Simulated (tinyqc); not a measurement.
From results back to parameters: smearing for a one-band metal on the simple cubic lattice. Five cases, with inputs chosen for the exercise.

Problem. With Gaussian smearing, f = erfc(x)/2, s = exp(-x^2)/(2 sqrt(pi)), x = (E_k - mu)/sigma and free energy F = E - sigma S, small widths give F(sigma) = E0 - D sigma^2/4, where D is the density of states at the Fermi level (both spins, per cell). F at two widths was computed from hidden E0 and D.

Case 1.

Values chosen: s1 = 0.135 eV; s2 = 0.27 eV.
F(s1) = -2.7241249 eV
F(s2) = -2.7325995 eV

Case 2.

Values chosen: s1 = 0.039 eV; s2 = 0.078 eV.
F(s1) = -0.7328400 eV
F(s2) = -0.7356599 eV

Case 3.

Values chosen: s1 = 0.137 eV; s2 = 0.274 eV.
F(s1) = -2.5881572 eV
F(s2) = -2.6141288 eV

Case 4.

Values chosen: s1 = 0.033 eV; s2 = 0.066 eV.
F(s1) = -0.6628027 eV
F(s2) = -0.6640106 eV

Case 5.

Values chosen: s1 = 0.137 eV; s2 = 0.274 eV.
F(s1) = -2.4173086 eV
F(s2) = -2.4242343 eV

Find: D; E0.

Solution. D = 4 (F(s1) - F(s2))/(s2^2 - s1^2); E0 = F(s1) + D s1^2/4.

Case 1.

D = 0.620 1/eV
E0 = -2.7213 eV

Case 2.

D = 2.472 1/eV
E0 = -0.7319 eV

Case 3.

D = 1.845 1/eV
E0 = -2.5795 eV

Case 4.

D = 1.479 1/eV
E0 = -0.6624 eV

Case 5.

D = 0.492 1/eV
E0 = -2.4150 eV

Computed by tinyqc, one run a case: `OMP_NUM_THREADS=1 python tinyqc.py N N+1 out.jsonl` with N = 1680273, 1680519, 1680543, 1680868, 1681196; one thread of a shared Intel(R) Xeon(R) Processor @ 2.30GHz, about 0.3 s a run at most.
